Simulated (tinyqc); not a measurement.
Worked calculation: one-electron ion in a basis of Gaussians. One step of it, computed by the program tinyqc.

Question. Matrices over normalised Gaussians. With p = a_i + a_j and I(k) = Gamma((k+1)/2) / (2 p^((k+1)/2)): S = I(2l+2), T = (2l+3) a_i a_j S / p, V = -Z I(2l+1), each divided by sqrt(S_ii S_jj).

exponents of r^l exp(-a r^2) (1/bohr^2): [0.017670, 0.027980, 0.044320, 0.070180, 0.111100, 0.176000]

Z = 3

l = 2

Give: S; T; V.

Answer.

S:
```
[[1.0000, 0.9125, 0.6993, 0.4614, 0.2703, 0.1449],
 [0.9125, 1.0000, 0.9123, 0.6993, 0.4615, 0.2702],
 [0.6993, 0.9123, 1.0000, 0.9124, 0.6996, 0.4614],
 [0.4614, 0.6993, 0.9124, 1.0000, 0.9125, 0.6994],
 [0.2703, 0.4615, 0.6996, 0.9125, 1.0000, 0.9123],
 [0.1449, 0.2702, 0.4614, 0.6994, 0.9123, 1.0000]]
```

T (hartree):
```
[[0.0618, 0.0692, 0.0618, 0.0456, 0.0289, 0.0163],
 [0.0692, 0.0979, 0.1095, 0.0979, 0.0722, 0.0457],
 [0.0618, 0.1095, 0.1551, 0.1735, 0.1552, 0.1144],
 [0.0456, 0.0979, 0.1735, 0.2456, 0.2747, 0.2456],
 [0.0289, 0.0722, 0.1552, 0.2747, 0.3888, 0.4349],
 [0.0163, 0.0457, 0.1144, 0.2456, 0.4349, 0.6160]]
```

V (hartree):
```
[[-0.3394, -0.3520, -0.3144, -0.2469, -0.1751, -0.1152],
 [-0.3520, -0.4271, -0.4429, -0.3956, -0.3107, -0.2203],
 [-0.3144, -0.4429, -0.5375, -0.5574, -0.4980, -0.3910],
 [-0.2469, -0.3956, -0.5574, -0.6764, -0.7015, -0.6265],
 [-0.1751, -0.3107, -0.4980, -0.7015, -0.8510, -0.8825],
 [-0.1152, -0.2203, -0.3910, -0.6265, -0.8825, -1.0711]]
```
